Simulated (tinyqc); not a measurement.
# Classical nucleation, growth and JMAK kinetics of crystallisation from a melt or glass, step by step

A worked calculation. Computed by tinyqc, a small Python program that keeps every step. Command: `OMP_NUM_THREADS=1 python tinyqc.py 3015646 3015647 out.jsonl nucl walk`. One thread of a shared host (Intel(R) Xeon(R) Processor @ 2.30GHz), about 0.01 s of CPU time with the checks. Intermediate numbers are printed to about 6 digits and carried at full precision; extremes and crossings named in words are read from the listed rows.

A spherical nucleus cap on a flat wall with a sharp interface of isotropic energy gamma; lambda = Omega^(1/3) is the jump distance.

Inputs (values chosen for the exercise, for a model substance): melting point T_m = 1190 K; heat of melting per volume H = 792 J/cm^3; interface energy gamma = 0.103 J/m^2; atomic volume Omega = 29.2 angstrom^3; temperature T = 1011 K; diffusion prefactor D0 = 5.1e-05 m^2/s; activation energy Q = 0.824 eV; contact angle theta = 70 degrees; wall area per volume S_v = 12000 1/m; time t = 740 s.

Nucleation: on a flat wall. Driving force: Thompson-Spaepen.

Constants: e = 1.602176634e-19 C; k_B = 1.380649e-23 J/K; k_B = 8.617333262e-05 eV/K.

## Critical nucleus

Driving force per volume: dG = H [(T_m - T)/T_m] [2 T/(T_m + T)]. Shape factor f = (2 + cos theta)(1 - cos theta)^2/4. W(r) = f [4 pi r^2 gamma - (4/3) pi r^3 dG]; r* = 2 gamma/dG; W* = f 16 pi gamma^3/(3 dG^2); n* = f (4/3) pi r*^3/Omega.

driving force dG = 109.444 J/cm^3

shape factor f = 0.253487

critical radius r* = 1.88224 nm

barrier W* = 2.41836 eV

atoms in the nucleus n* = 242.486

W*/(k_B T) = 27.7586

The wall leaves r* unchanged and cuts the barrier to 25.3 % of the homogeneous value. W* equals n* Omega dG/2 = 2.418 eV.

## Steady nucleation rate

D = D0 exp(-Q/(k_B T)); attachment rate k+ = (A*/lambda^2) D/lambda^2 with A* = 2 pi r*^2 (1 - cos theta); Zeldovich factor Z = sqrt(W*/(3 pi k_B T))/n*; sites per volume N = S_v/lambda^2; I = N Z k+ exp(-W*/(k_B T)); lag time = 1/(4 pi Z^2 k+).

diffusivity D = 3.98086e-09 m^2/s

attachment rate k+ = 6.48448e+12 1/s

Zeldovich factor Z = 0.00707745

sites N = 1.26549e+23 1/m^3

nucleation rate I = 5.11236e+21 1/(m^3 s)

lag time = 2.44998e-10 s

A rise of gamma by 5 % would change I by a factor of about exp(-W*/(k_B T) (1.05^3 - 1)) = 0.013.

## Growth velocity

Growth (Wilson-Frenkel): u = (D/lambda) [1 - exp(-dG Omega/(k_B T))]. D = D0 exp(-Q/(k_B T)).

growth velocity u = 2.64538 m/s

## Fraction transformed and grain size

JMAK with steady nucleation and growth, nuclei spread at random: extended fraction X_e = (pi/3) I u^3 t^4, X = 1 - exp(-X_e); t_X = [-3 ln(1 - X)/(pi I u^3)]^(1/4); final grains per volume = Gamma(5/4) (3/pi)^(1/4) (I/u)^(3/4), Gamma(5/4) = 0.9064024771. Grain size = (grains per volume)^(-1/3).

extended fraction = 2.97196e+34

fraction X at t = 1

half time t_0.5 = 1.62621e-06 s

grains per volume = 8.25873e+15 1/m^3

grain size = 4.94723 micrometre

t is 4.6e8 half times: the change is complete. Caution: grains come out smaller than the spacing of the walls, so nuclei are not spread at random as JMAK assumes.

## Nose of the time-temperature curve

JMAK with steady nucleation and growth, nuclei spread at random: extended fraction X_e = (pi/3) I u^3 t^4, X = 1 - exp(-X_e); t_X = [-3 ln(1 - X)/(pi I u^3)]^(1/4); final grains per volume = Gamma(5/4) (3/pi)^(1/4) (I/u)^(3/4), Gamma(5/4) = 0.9064024771. The nose is the T between 0.3 and 0.97 T_m where I u^3 is largest; the time is for X = 1e-6, and the critical cooling rate is estimated as (T_m - T_nose)/t_nose.

nose temperature = 863.532 K

nose time = 3.24332e-09 s

critical cooling rate = 1.00659e+11 K/s

The nose lies at 0.73 T_m. A glass needs the fastest quenching of nanoscale samples, or is out of reach. Caution: at the nose the lag time is not small against the nose time, so steady nucleation overstates the critical cooling rate.

## Nucleation and growth against temperature

Grain size = (grains per volume)^(-1/3). Rows are kept where W*/(k_B T) < 70.

Rates:
```
T (K)  W*/(k_B T)  I (1/(m^3 s))  u (m/s)    t_0.5 (s)  grain size (micrometre)
595        8.1060    3.06805e+27  0.01057  3.67636e-06              4.46891e-02
654        8.0274    1.34933e+28  0.04136  9.12523e-07              4.34018e-02
714        8.3395    3.22926e+28  0.12777  3.14842e-07              4.62626e-02
774        9.1199    4.01370e+28  0.32074  1.49519e-07              5.51503e-02
833       10.5399    2.24341e+28  0.67072  9.94412e-08              7.67015e-02
892       13.0482    3.77098e+27  1.21397  9.95242e-08              1.38942e-01
952       17.8111    6.12691e+25  1.93223  1.96718e-07              4.37119e-01
1012      28.0136    3.99657e+21  2.65586  1.72434e-06              5.26653e+00
1059      47.0831    3.10598e+13  3.00168  1.67543e-04              5.78345e+02
```

Among these rows I peaks at 774 K, u at 1059 K and the change is fastest at 833 K, between the two. Growth has no barrier W*, so it peaks nearer T_m than nucleation. The grain size goes as (u/I)^(1/4), from 0.045 micrometre at the lowest T to 580 at the highest. Caution: in the coldest rows the nucleus has under 20 atoms or the barrier is under 10 k_B T, where the capillary model and steady rates are only a guide.

Checks made by the program: r* and W* against a numerical maximum of W(r) (relative difference 1e-08).
